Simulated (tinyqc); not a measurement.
Three voltage laws: time-dependent dielectric breakdown: cell percolation, Weibull statistics, area scaling and voltage extrapolation. Computed by tinyqc, a small Python program. Command: `OMP_NUM_THREADS=1 python tinyqc.py 3012738 3012739 out.jsonl tddb walk`. One thread of a shared host (Intel(R) Xeon(R) Processor @ 2.30GHz), about 0.01 s of CPU time with the checks.

The oxide is divided into columns of area a^2, each holding m = t_ox/a cells (m is taken as continuous). A share lambda(t) = (t/t_1)^alpha of the cells is defective, and a column whose cells are all defective breaks down.

Inputs (values chosen for the exercise, for a model gate oxide): oxide thickness t_ox = 4.1 nm; defect cell size a = 1.6 nm; exponent alpha of defect growth = 0.9; time t_1 at which the occupied share would reach 1 = 1.6e+06 s; test area A = 0.6 um^2; product area A_u = 4e+06 um^2; stress voltage V = 4.96 V; use voltage V_u = 2.5 V; local exponent n = -d ln t/d ln V at the stress voltage = 29; activation energy E_a = 0.8 eV; stress temperature T = 105 C; use temperature T_u = 85 C; allowed failure fraction F = 0.01.

Voltage law used: 1/E.

Constants: k_B = 8.617333262e-05 eV/K.

Method:
- Failure fraction F = 1 - (1 - lambda^m)^N with N = A/a^2 columns, which for small lambda^m is 1 - exp(-(t/t63)^beta) with beta = alpha m and t63 = t_1 N^(-1/beta); critical share lambda(t63) = N^(-1/m). 1 um^2 = 1e6 nm^2.
- All three voltage laws share the slope n at the stress voltage. Factor t(V_u)/t(V): E law exp(n (1 - V_u/V)); 1/E law exp(n (V/V_u - 1)); power law (V/V_u)^n.
- Temperatures in kelvin are T(C) + 273.15.
- Temperature factor exp[(E_a/k_B)(1/T_u - 1/T)]; area factor (A/A_u)^(1/beta); percentile factor (-ln(1 - F))^(1/beta); life = t63 x all four; 1 year = 3.15576e7 s.
- Life = t63 x voltage, temperature, area and percentile factors, the last three as above.

projected life = 346640 years

voltage factor = 2.47188e+12

Log10 of the life in years:
```
V_u/V  V_u (V)    E law  1/E law  power law
1.00     4.960  -6.8531   -6.853    -6.8531
0.95     4.712  -6.2234   -6.190    -6.2071
0.90     4.464  -5.5937   -5.454    -5.5262
0.80     3.968  -4.3342   -3.705    -4.0428
0.70     3.472  -3.0748   -1.455    -2.3610
0.60     2.976  -1.8153    1.543    -0.4195
0.50     2.480  -0.5559    5.741     1.8767
0.40     1.984   0.7036   12.039     4.6871
```

What follows from these numbers?

At V_u/V = 0.9 the laws differ by 0.14 decades at most, and at 0.5 by 6.3. The E law is the most cautious and the 1/E law the most hopeful. Ten years are reached at V_u/V = 0.376 (E), 0.616 (1/E), 0.536 (power). Caution: t_1 is an input here; in a real oxide it changes with thickness at fixed voltage. Caution: a voltage factor of more than nine decades rests wholly on the chosen law and cannot be tested. Caution: the rows at low voltage extrapolate over many decades and cannot be tested.
